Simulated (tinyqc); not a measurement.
From Debye to Thomas-Fermi: static screening by free carriers.

kF = (3 pi^2 n/Mv)^(1/3), EF = c kF^2/m with c = hbar^2/2m0, n in 1/angstrom^3 (1e-24 per 1/cm^3), e2 = e^2/(4 pi eps0). Thomas-Fermi: qTF^2 = 6 pi e2 n/(eps EF). Debye: qD^2 = 4 pi e2 n/(eps kB T).

F_j(eta) = (1/Gamma(j + 1)) integral_0^infinity x^j dx/(1 + exp(x - eta)), which tends to exp(eta) for eta << 0.

At finite T: qs^2 = qD^2 F_-1/2(eta)/F_1/2(eta), where n = Mv N F_1/2(eta) and N = 2 (m kB T/(4 pi c))^(3/2) with c = hbar^2/2m0, in 1/angstrom^3; times 1e24 for 1/cm^3.

Constants: hbar^2/2m0 = 3.80998211 eV angstrom^2; e^2/(4 pi eps0) = 14.39964547 eV angstrom; kB = 8.617333262e-05 eV/K.

Inputs chosen for the exercise (near those of InP; shifted at random, so the results belong to these values and not to a real crystal):
- m = 0.0801 m0 (mass of one isotropic valley)
- Mv = 1 (valleys)
- eps = 12.4 (background dielectric constant)
- T = 400 K

Screening lengths (angstrom):
```
n (1/cm^3)    eta  Debye  Thomas-Fermi  finite T
3.0e+15     -5.68  887.3         120.1     887.9
2.0e+16     -3.77  343.7         87.53     345.0
9.0e+16     -2.24  162.0         68.12     164.9
4.0e+17     -0.62  76.85         53.13     82.74
4.0e+18      3.04  24.30         36.20     37.99
2.0e+19      9.65  10.87         27.68     27.81
5.0e+19     17.88  6.873         23.76     23.79
```

Give the missing row, n (1/cm^3) = 1.0e+18.

Computed row:
```
n (1/cm^3)   eta  Debye  Thomas-Fermi  finite T
1.0e+18     0.53  48.60         45.60     57.33
```

Debye is within 5 % of the finite-T length up to 9e+16 1/cm^3 of the densities listed and Thomas-Fermi from 4e+18 on. The length goes as n^-0.50 at the low end and n^-0.17 at the high end, against the limits -1/2 and -1/6. Both limits give too short a length.

Program tinyqc; command `OMP_NUM_THREADS=1 python tinyqc.py 1651610 1651611 out.jsonl`; about 0.01 s on one thread of a shared Intel(R) Xeon(R) Processor @ 2.30GHz.
